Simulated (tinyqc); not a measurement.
Inside a calculation. Method: LCCD on RHF in the 6-31g basis, for He, spin multiplicity 1. One step of it, computed by the program tinyqc.

Task: Iteration 4 (converged): orbitals. Diagonalise F' = X^T F X, C = X C', fill 1 alpha and 1 beta electrons from the bottom; D = 2 C_occ C_occ^T. Each column has its largest component positive (the first on a tie).

converged F (hartree), order 1He 1s, 1He 2s:
$$\begin{pmatrix}
-0.549218 & -1.000372 \\
-1.000372 & -0.429150
\end{pmatrix}$$

X, order 1He 1s, 1He 2s:
$$\begin{pmatrix}
1.169047 & 0.553145 \\
-1.169047 & 0.553145
\end{pmatrix}$$

Give: F' = X^T F X; orbital energies; coefficients C; D after iteration 4.

Result:

F' = X^T F X (hartree):
$$\begin{pmatrix}
1.3973 & -0.0776 \\
-0.0776 & -0.9115
\end{pmatrix}$$

orbital energies (hartree): MO1 -0.9141, MO2 1.3999

coefficients C, order 1He 1s, 1He 2s:
$$\begin{pmatrix}
0.5921 & -1.1498 \\
0.5136 & 1.1870
\end{pmatrix}$$

D after iteration 4, order 1He 1s, 1He 2s:
$$\begin{pmatrix}
0.7011 & 0.6082 \\
0.6082 & 0.5275
\end{pmatrix}$$
